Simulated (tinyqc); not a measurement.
Hot carriers by balance equations with a heated Maxwellian: one step, computed by the program tinyqc. Command: `OMP_NUM_THREADS=1 python tinyqc.py 3015690 3015691 out.jsonl hot walk`. One thread of a shared host (Intel(R) Xeon(R) Processor @ 2.30GHz), about 0.02 s of CPU time with the checks.

The carriers follow a Maxwellian at an electron temperature T_e, slightly displaced; the drift energy is neglected against k_B T_e. The balance averages the rate, not the time, so mu_0 lies below the relaxation-time value.

Problem. Equilibrium values. Parabolic band: E = hbar^2 k^2/(2 m), speed v = hbar k/m, states per spin, volume and energy g(E) = m k/(2 pi^2 hbar^2). Masses are multiplied by m_0 and all formulas are in SI units. Phonon occupation N_q = 1/(exp(hbar w/(k_B T)) - 1). Acoustic deformation potential (elastic, equipartition, absorption and emission together): 1/tau = 2 pi k_B T D_A^2 g(E)/(hbar rho v_l^2). Optical or intervalley deformation potential: 1/tau = (pi Z_f D_o^2/(rho w)) [N_q g(E + hbar w) + (N_q + 1) g(E - hbar w)], with g = 0 below the band edge. Averages over the Maxwellian, <y> = int y x^(1/2) exp(-x) dx / int x^(1/2) exp(-x) dx with x = E/(k_B T_e), split at x_0 = hbar w/(k_B T_e): 64 Gauss-Legendre points in sqrt(x) below it and 128 in sqrt(x - x_0) above it, up to x = 32. Momentum balance: mu(T_e) = e/(m nu), nu = <x (sum of rates)>/<x>. Power lost per carrier: P(T_e) = hbar w <emission rate - absorption rate> + <(2 m v_l^2/(k_B T)) (E - 2 k_B T) acoustic rate>. Energy relaxation time at weak heating: tau_E = (3/2) k_B / (dP/dT_e), the derivative by a central difference of +/- 0.5 K at T_e = T.

Inputs (values chosen for the exercise, for a model non-polar semiconductor):

| quantity | value | unit |
|---|---|---|
| effective mass m | 0.565 | m_0 |
| density rho | 3360 | kg/m^3 |
| sound velocity v_l | 10600 | m/s |
| acoustic deformation potential D_A | 9.3 | eV |
| phonon energy hbar w | 49.5 | meV |
| optical or intervalley deformation potential D_o | 3.6 | 1e8 eV/cm |
| final valleys Z_f | 3 | - |
| lattice temperature T | 350 | K |

Band: parabolic. Solver: damped fixed point.

Constants: k_B = 8.617333262e-05 eV/K; k_B = 1.380649e-23 J/K; e = 1.602176634e-19 C; hbar = 1.054571817e-34 J s; m_0 = 9.1093837015e-31 kg; hbar = 6.582119569e-16 eV s.

Give: low-field mobility mu_0; energy relaxation time tau_E.

Solution.

low-field mobility mu_0 = 460.7 cm^2/(V s)

energy relaxation time tau_E = 0.6413 ps

tau_E is 4.33 times the momentum relaxation time m mu_0/e: energy is lost more slowly than direction, which is why carriers heat.
